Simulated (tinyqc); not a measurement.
From one set of inputs to another, one input at a time: pressure-driven transition between two phases with analytic equations of state. Computed by tinyqc, a small Python program. Command: `OMP_NUM_THREADS=1 python tinyqc.py 3019020 3019021 out.jsonl transition ladder`. One thread of a shared host (Intel(R) Xeon(R) Processor @ 2.30GHz), about 0.02 s of CPU time with the checks.

Each phase obeys E = E0 + (B0 V/B') [(V0/V)^B'/(B' - 1) + 1] - B0 V0/(B' - 1), P = (B0/B') [(V0/V)^B' - 1]; E0 = 0 for phase 1 and Delta E0 for phase 2. H = E + P V.

The inputs printed are set A. Inputs not listed in the table keep their values of set A, so the rows need not describe a real material.

Inputs (values chosen for the exercise, for two model phases):

| quantity | value | unit |
|---|---|---|
| volume V0 of phase 1 | 16.9 | angstrom^3/atom |
| B0 of phase 1 | 37.3 | GPa |
| B' of phase 1 | 4.53 | - |
| volume V0 of phase 2 | 14.3 | angstrom^3/atom |
| B0 of phase 2 | 39.7 | GPa |
| B' of phase 2 | 3.78 | - |
| energy of phase 2 above phase 1, Delta E0 | 0.069 | eV/atom |

Equation of state: Murnaghan.

Constants: 1 eV/angstrom^3 = 160.2176634 GPa.

Method. Start from P = Delta E0/(V0 of phase 1 - V0 of phase 2); at each P solve P(V) = P for both phases and step P(new) = P - (H_2 - H_1)/(V_2 - V_1); stop when |H_2 - H_1| < 1e-10 eV. At the zero-temperature transition the volume change is V_2/V_1 - 1 and the work is P (V_1 - V_2).

Each row keeps all changes above it:

| input moved | from | to | transition pressure (GPa) | volume change (%) | work P (V_1 - V_2) (eV/atom) |
|---|---|---|---|---|---|
| set A | - | - | 4.517 | -15.223 | 0.06585 |
| energy of phase 2 above phase 1, Delta E0 (eV/atom) | 0.069 | 0.31 | 22.336 | -16.395 | 0.28916 |
| B' of phase 1 | 4.53 | 4.39 | 22.623 | -16.073 | 0.28537 |
| B0 of phase 1 (GPa) | 37.3 | 90.6 | 15.159 | -24.266 | 0.34226 |
| B' of phase 2 | 3.78 | 4.97 | 15.694 | -22.655 | 0.32969 |
| volume V0 of phase 1 (angstrom^3/atom) | 16.9 | 23 | 5.606 | -40.991 | 0.31231 |
| B0 of phase 2 (GPa) | 39.7 | 83 | 5.860 | -38.048 | 0.30235 |
| volume V0 of phase 2 (angstrom^3/atom) | 14.3 | 20.4 | 20.234 | -11.663 | 0.28994 |

Which inputs carry the difference?

Transition pressure goes from 4.52 to 20.2, a factor 4.48 in all. The largest single move comes from energy of phase 2 above phase 1, Delta E0 (a factor 4.95), and volume V0 of phase 1 works against it (a factor 0.357). Volume change goes from -15.2 to -11.7, +3.56 in all. The largest single move comes from volume V0 of phase 2 (+26.4), and volume V0 of phase 1 works against it (-18.3). Work P (V_1 - V_2) goes from 0.0659 to 0.290, a factor 4.40 in all. The largest single move comes from energy of phase 2 above phase 1, Delta E0 (a factor 4.39). The single moves hold for this order of the switches; the total does not depend on the order.

Caution (rows energy of phase 2 above phase 1, Delta E0, B' of phase 1, B0 of phase 1, B' of phase 2, volume V0 of phase 2): the pressure is a large share of B0, where the result depends on the form of the equation of state.

Extremes, crossings and ranges named in words are read from the listed rows.
